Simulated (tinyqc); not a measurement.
Donors with valley-orbit split 1s states: sweeps and comparisons. A value that a table varies takes the place of the one given here.

Each donor binds at most one electron, in any of its states. For a site s, W_s = sum over its states of g exp(E/kT), and the ionised share is 1/(1 + W_s exp(eta)), eta = (EF - Ec)/kT; n = Nc F_1/2(eta); neutrality n + NA = ND x (mean ionised share); holes are neglected. Nc from N = 2 (m kB T/(4 pi c))^(3/2) with c = hbar^2/2m0, in 1/angstrom^3; times 1e24 for 1/cm^3, m = md. F_j(eta) = (1/Gamma(j + 1)) integral_0^infinity x^j dx/(1 + exp(x - eta)), which tends to exp(eta) for eta << 0.

Mobility (Caughey-Thomas form): mu = mu0 + (mu1 (T/300)^(-ga) - mu0)/(1 + ((ND + NA)/Nr)^de); rho = 1/(e n mu), e = 1.602176634e-19 C.

Constants: hbar^2/2m0 = 3.80998211 eV angstrom^2; kB = 8.617333262e-05 eV/K.

Parameters, chosen for this exercise (near those of P in Si; not measured data):
```
symbol  value               unit        meaning
md      1.041               m0          density-of-states mass of the conduction band
E       (44.1, 32.5, 31.3)  meV         binding energies of 1s(A1), 1s(T2), 1s(E)
g       (2, 6, 4)                       their degeneracies with spin
ND      2.9e+16             1/cm^3      donors
NA      0                   1/cm^3      compensating acceptors, all ionised
T       250                 K
mu0     60                  cm^2/(V s)  mobility at heavy doping
mu1     1450                cm^2/(V s)  mobility at light doping and 300 K
Nr      9.6e+16             1/cm^3      reference doping
de      0.72                            doping exponent
ga      2.3                             temperature exponent
```

## What the excited states change

The last columns keep only the ground state of each site (g = 2).

Results:
```
T (K)  effective degeneracy    eta  n (1/cm^3)  n, ground states only  ratio
40                     2.30  -8.72    2.12e+14               2.28e+14  0.932
60                     2.97  -7.05    2.07e+15               2.50e+15  0.827
80                     3.74  -6.40    6.12e+15               8.01e+15  0.764
110                    4.80  -6.08    1.35e+16               1.78e+16  0.759
150                    5.93  -6.12    2.08e+16               2.50e+16  0.831
200                    6.96  -6.36    2.51e+16               2.76e+16  0.908
250                    7.71  -6.63    2.69e+16               2.84e+16  0.947
300                    8.27  -6.87    2.77e+16               2.87e+16  0.966
400                    9.04  -7.28    2.84e+16               2.89e+16  0.983
500                    9.56  -7.60    2.86e+16               2.89e+16  0.990
```

The effective degeneracy grows from 2.30 to 9.56. Excited states hold electrons back, so the ratio is never above 1; it is lowest, 0.759, at 110 K of those listed, and 0.966 at 300 K. At low T the excited states empty out, and at high T more donors are ionised (n is 99 % of ND - NA in the last row), so the effect is largest in between.

## Ionisation and resistivity against doping

NA = 0.

Results:
```
ND (1/cm^3)  n (1/cm^3)   n/ND  mu (cm^2/(V s))  rho (ohm cm)  rho at full ionisation
1.0e+14        1.00e+14  1.000             2190          28.5                    28.5
1.0e+15        9.97e+14  0.997             2128          2.94                    2.93
1.0e+16        9.72e+15  0.972             1853         0.346                   0.337
3.0e+16        2.77e+16  0.924             1557         0.145                   0.134
1.0e+17        8.08e+16  0.808             1117        0.0692                  0.0559
3.0e+17        1.92e+17  0.639              716        0.0455                  0.0291
1.0e+18        4.36e+17  0.436              395        0.0362                  0.0158
2.0e+18        6.68e+17  0.334              277        0.0337                  0.0113
```

From 1e16 to 1e18 1/cm^3 rho falls by a factor 9.56, not 100: the mobility takes a factor 4.69 and incomplete ionisation 2.23. n/ND is below 0.9 from 1e+17 1/cm^3 on. From a few times 1e18 1/cm^3 on, depending on the dopant, the levels merge with the band, and already below that screening lowers the binding energy, so the last rows understate n.

## Compensation sets the slope of the freeze-out

NA = K ND. The slope energy is -d ln(n T^(-p))/d(1/kT) between 30 and 36 K, with p = 3/4 for K = 0 and p = 3/2 otherwise.

Results:
```
K       n(30 K) (1/cm^3)  n(36 K) (1/cm^3)  slope energy (meV)
0               2.13e+13          9.86e+13               21.63
0.0010          1.13e+13          8.51e+13               27.10
0.010           1.55e+12          3.01e+13               41.83
0.050           2.98e+11          6.36e+12               43.23
0.20            6.28e+10          1.35e+12               43.29
0.50            1.57e+10          3.36e+11               43.30
```

Without acceptors the slope is 21.63 meV, against half the ground-state energy, 22.05; with K = 0.05 it is 43.23 meV, against the full 44.1. The full energy (less a few meV where excited levels lie within a few kT) shows where n is far below NA, since the acceptors then hold EF near the donor level: n(36 K)/NA is 2.9 for K = 0.001 and 0.0044 for K = 0.05; for K = 0.001 the sample is still in or near the uncompensated regime, where p = 3/2 is the wrong power, so that slope means little.

## What moves the carrier density

All results formed anew. Each row changes one parameter from the base and keeps the others.

Results:
```
case                           eta  n (1/cm^3)  rho (ohm cm)
base                        -6.626   2.687e+16        0.1481
E = (49.1, 32.5, 31.3) meV  -6.630   2.675e+16        0.1488
md = 1.145 m0               -6.759   2.712e+16        0.1467
ND = 5.8e+16 1/cm^3         -5.995   5.049e+16       0.09329
NA = 2.9e+15 1/cm^3         -6.732   2.417e+16        0.1680
T = 280 K                   -6.775   2.743e+16        0.1877
Nr = 1.92e+17 1/cm^3        -6.626   2.687e+16        0.1314
```

The largest shifts from the base row, up to three for each result and ties (the steps differ in size, so this ranks the rows, not the parameters). eta: ND +0.631, T -0.150, md -0.134; unchanged at the printed digits by Nr. n (1/cm^3): ND +2.36e+16, NA -2.70e+15, T +5.57e+14; unchanged at the printed digits by Nr. rho (ohm cm): ND -0.0548, T +0.0396, NA +0.0199.

(tinyqc, `OMP_NUM_THREADS=1 python tinyqc.py 1650265 1650266 out.jsonl`, Intel(R) Xeon(R) Processor @ 2.30GHz, 1 thread, shared host, about 0.01 s.)
